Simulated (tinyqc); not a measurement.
Comparisons within one model: defect-molecule model of a vacancy with Jahn-Teller distortion. A value that a table varies takes the place of the one given here.

Four dangling hybrids a, b, c, d point into the vacancy: H_ii = E0, and -gm between any two. A tetragonal distortion Q pairs a with b and c with d: those two couplings become -gm - I Q and the other four -gm + I Q/2, at an elastic cost k Q^2/2. The a1 level holds two electrons; charge states 2+, + and 0 put n = 0, 1, 2 more into the lowest level of t2 origin. Energy from the 2+ state at Q = 0, with the Fermi level mu counted from Ev: W_n(Q) = n (et - 2 I Q) + k Q^2/2 + Uc n (n - 1)/2 - n mu. et = E0 + gm is the undistorted t2 level.

Constants: kB = 8.617333262e-05 eV/K.

Inputs chosen for the exercise (of the size used for the vacancy in silicon; shifted at random, so the results belong to these values and not to a real crystal):
- E0 = -0.04 eV (level of a dangling hybrid, from Ev)
- gm = 0.33 eV (coupling between two dangling hybrids)
- I = 1.04 eV/angstrom (Jahn-Teller coupling)
- k = 16.9 eV/angstrom^2 (force constant of the mode)
- Uc = 0.13 eV (repulsion of two electrons in one orbital)
- T = 200 K (temperature)
- mu1 = -0.02 eV (first Fermi level)

## Occupation against the Fermi level

Weights g_n exp(-W_n/kT) with W_n = n et - n^2 E_JT + Uc n (n - 1)/2 - n mu, E_JT = 2 I^2/k, degeneracies 1, 6 (spin and three axes) and 3; mu = mu1 + 0.03 j eV.

Shares:

| mu (eV) | 2+ | + | 0 | mean charge |
|---|---|---|---|---|
| -0.02 | 0.9998 | 0.0002 | 0.0000 | 1.9998 |
| 0.01 | 0.9990 | 0.0009 | 0.0001 | 1.9989 |
| 0.04 | 0.9918 | 0.0050 | 0.0032 | 1.9887 |
| 0.07 | 0.8830 | 0.0255 | 0.0915 | 1.7915 |
| 0.10 | 0.2206 | 0.0363 | 0.7432 | 0.4774 |
| 0.13 | 0.0090 | 0.0084 | 0.9826 | 0.0264 |
| 0.16 | 0.0003 | 0.0015 | 0.9982 | 0.0021 |
| 0.19 | 0.0000 | 0.0003 | 0.9997 | 0.0003 |
| 0.22 | 0.0000 | 0.0000 | 1.0000 | 0.0000 |

What can be read from the table?

U_eff = Uc - 2 E_JT = -0.126 eV and kT = 17.2 meV. The + state reaches at most 3.63 % on these rows, at mu = 0.10 eV. It is the only paramagnetic state, so such a defect shows little spin resonance in the dark. The mean charge goes from 2.00 to 0.00. Rows with mu < 0 lie in the valence band and are formal.

## When U turns negative

The force constant is varied. E_JT = 2 I^2/k, E(2+/+) = et - E_JT, E(+/0) = et - 3 E_JT + Uc, U_eff = Uc - 2 E_JT.

Against k:

| k (eV/angstrom^2) | E_JT (eV) | (2+/+) (eV) | (+/0) (eV) | U_eff (eV) | Q of the neutral state (angstrom) |
|---|---|---|---|---|---|
| 8 | 0.2704 | 0.0196 | -0.3912 | -0.4108 | 0.5200 |
| 12 | 0.1803 | 0.1097 | -0.1208 | -0.2305 | 0.3467 |
| 16 | 0.1352 | 0.1548 | 0.0144 | -0.1404 | 0.2600 |
| 24 | 0.0901 | 0.1999 | 0.1496 | -0.0503 | 0.1733 |
| 32 | 0.0676 | 0.2224 | 0.2172 | -0.0052 | 0.1300 |
| 48 | 0.0451 | 0.2449 | 0.2848 | 0.0399 | 0.0867 |
| 64 | 0.0338 | 0.2562 | 0.3186 | 0.0624 | 0.0650 |
| 96 | 0.0225 | 0.2675 | 0.3524 | 0.0849 | 0.0433 |

k at which U_eff = 0 = 33.28 eV/angstrom^2

What can be read from the table?

Levels below 0 lie in the valence band. U_eff is negative for k below 4 I^2/Uc = 33.3: 5 of the 8 rows. The gain grows as n^2, so the second electron wins 3 E_JT where the first wins E_JT. For a stiff lattice the levels tend to et = 0.290 and et + Uc = 0.420 eV. Distortions above about 0.5 angstrom (1 of the rows) are beyond a linear coupling.

## What each parameter does

E_JT = 2 I^2/k, E(2+/+) = et - E_JT, E(+/0) = et - 3 E_JT + Uc, U_eff = E(+/0) - E(2+/+); a1 level E0 - 3 gm. Each row changes one parameter from the base and keeps the others.

Results:

| case | (2+/+) (eV) | (+/0) (eV) | U_eff (eV) | a1 (eV) |
|---|---|---|---|---|
| base | 0.1620 | 0.0360 | -0.1260 | -1.0300 |
| E0 = 0.01 eV | 0.2120 | 0.0860 | -0.1260 | -0.9800 |
| gm = 0.37 eV | 0.2020 | 0.0760 | -0.1260 | -1.1500 |
| I = 1.144 eV/angstrom | 0.1351 | -0.0446 | -0.1798 | -1.0300 |
| k = 18.59 eV/angstrom^2 | 0.1736 | 0.0709 | -0.1027 | -1.0300 |
| Uc = 0.19 eV | 0.1620 | 0.0960 | -0.0660 | -1.0300 |

What does this show?

The largest shifts from the base row, up to three for each result and ties (the steps differ in size, so this ranks the rows, not the parameters). (2+/+) (eV): E0 +0.0500, gm +0.0400, I -0.0269; unchanged at the printed digits by Uc. (+/0) (eV): I -0.0806, Uc +0.0600, E0 +0.0500. U_eff (eV): Uc +0.0600, I -0.0538, k +0.0233; unchanged at the printed digits by E0 and gm. a1 (eV): gm -0.1200, E0 +0.0500; unchanged at the printed digits by I, k and Uc. E0 and gm move both levels alike, so U_eff depends on I, k and Uc alone.

Run: tinyqc, `OMP_NUM_THREADS=1 python tinyqc.py 1481328 1481329 out.jsonl`; Intel(R) Xeon(R) Processor @ 2.30GHz, one thread, shared host; about 0.01 s of CPU time with all checks.
